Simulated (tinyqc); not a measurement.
Inside a calculation. Method: Born-Oppenheimer dynamics on the RHF/6-31g surface (energies and gradients from PySCF), for H2, spin multiplicity 1. Computed by tinyqc, a small Python program that keeps every step (integrals from PySCF). Settings: charge = 0, multiplicity = 1, basis = 6-31g, time step (fs) = 0.5, steps = 24. Command: `OMP_NUM_THREADS=1 python tinyqc.py 20101 20102 out.jsonl` (the two numbers bound the seeds that draw the settings). One thread of a shared host (Intel(R) Xeon(R) Processor @ 2.60GHz), about 0.9 s of CPU time with the checks.

positions (bohr):
```
,x,y,z
1H,0.000000,0.000000,0.000000
2H,0.000000,0.000000,1.398397
```

The total energy should stay constant up to terms of order dt^2; the step counts as short enough if it moves by less than 2 % of the largest kinetic energy.

Trajectory:
```
time (fs),1H-2H (angstrom),potential (hartree),kinetic (hartree),total (hartree)
0.000000,0.740000,-1.12675532,0.00026408,-1.12649124
0.500000,0.734992,-1.12680942,0.00031574,-1.12649367
1.000000,0.729107,-1.12682729,0.00033278,-1.12649452
1.500000,0.723460,-1.12679633,0.00030335,-1.12649298
2.000000,0.719159,-1.12674004,0.00024997,-1.12649007
2.500000,0.717076,-1.12670235,0.00021429,-1.12648806
3.000000,0.717644,-1.12671330,0.00022466,-1.12648865
3.500000,0.720743,-1.12676413,0.00027280,-1.12649133
4.000000,0.725737,-1.12681460,0.00032070,-1.12649390
4.500000,0.731625,-1.12682580,0.00033136,-1.12649444
5.000000,0.737269,-1.12678918,0.00029643,-1.12649275
5.500000,0.741616,-1.12673043,0.00024028,-1.12649015
6.000000,0.743884,-1.12668952,0.00020113,-1.12648839
6.500000,0.743672,-1.12669364,0.00020508,-1.12648856
7.000000,0.741017,-1.12674008,0.00024951,-1.12649057
7.500000,0.736388,-1.12679787,0.00030473,-1.12649314
8.000000,0.730626,-1.12682750,0.00033298,-1.12649452
8.500000,0.724809,-1.12680811,0.00031453,-1.12649357
9.000000,0.720070,-1.12675437,0.00026355,-1.12649082
9.500000,0.717362,-1.12670793,0.00021957,-1.12648836
10.000000,0.717245,-1.12670567,0.00021742,-1.12648824
10.500000,0.719743,-1.12674938,0.00025882,-1.12649056
11.000000,0.724340,-1.12680433,0.00031094,-1.12649339
11.500000,0.730107,-1.12682781,0.00033327,-1.12649454
12.000000,0.735919,-1.12680206,0.00030872,-1.12649333
```

Is the time step short enough?

Yes. The total energy moves within 6.5e-06 hartree, under 2 % of the largest kinetic energy.
